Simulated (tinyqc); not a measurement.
Long-channel MOSFET, surface-potential model: one step of the calculation.

n-channel transistor on a uniformly doped p-type body, gradual-channel approximation, constant mobility, Boltzmann statistics, full ionisation. Potentials are counted from the neutral body; V is the electron quasi-Fermi potential, Vsb at the source and Vsb + Vds at the drain. Charges are magnitudes per area.

Task. Charges and current of the charge-sheet model. psi_0 and psi_L solve Vgs + Vsb - Vfb - psi = gamma sqrt(G) at V = Vsb and Vsb + Vds. Qi = Cox gamma [sqrt(G) - sqrt(psi - Vt)], G = psi - Vt + Vt exp((psi - 2 phiF - V)/Vt), at both ends. With U = Vgs + Vsb - Vfb: drift = mu (W/L) Cox [U (psi_L - psi_0) - (psi_L^2 - psi_0^2)/2 - (2/3) gamma ((psi_L - Vt)^1.5 - (psi_0 - Vt)^1.5)]; diffusion = mu (W/L) Vt (Qi0 - QiL).

Inputs (values chosen for the exercise); material values close to those of silicon: temperature T = 300 K; flat-band voltage Vfb = -0.6 V; channel mobility mu = 150 cm^2/(V s); gate width W = 10 um; gate length L = 5 um; source-body reverse bias Vsb = 0 V; gate-source voltage Vgs = 1.96 V; drain-source voltage Vds = 0.05 V.

Constants: q = 1.602176634e-19 C, kB = 1.380649e-23 J/K, Vt = kB T/q. Results are converted to the units shown.

psi_0 = 1.0558922 V
psi_L = 1.1023387 V
phiF = 0.47451579 V
Cox = 0.51354289 uF/cm^2
gamma = 0.92515654 V^0.5

Give: Qi0; QiL; drift current; diffusion current; drain current.

Result.

Qi0 = 290.2 nC/cm^2
QiL = 255.6 nC/cm^2
drift current = 3.803 uA
diffusion current = 0.2684 uA
drain current = 4.071 uA

Drift carries 93.4 % of the current.

tinyqc, about 0.07 s, one thread, Intel Xeon 2.30GHz (shared host): `OMP_NUM_THREADS=1 python tinyqc.py 2360128 2360129 out.jsonl`
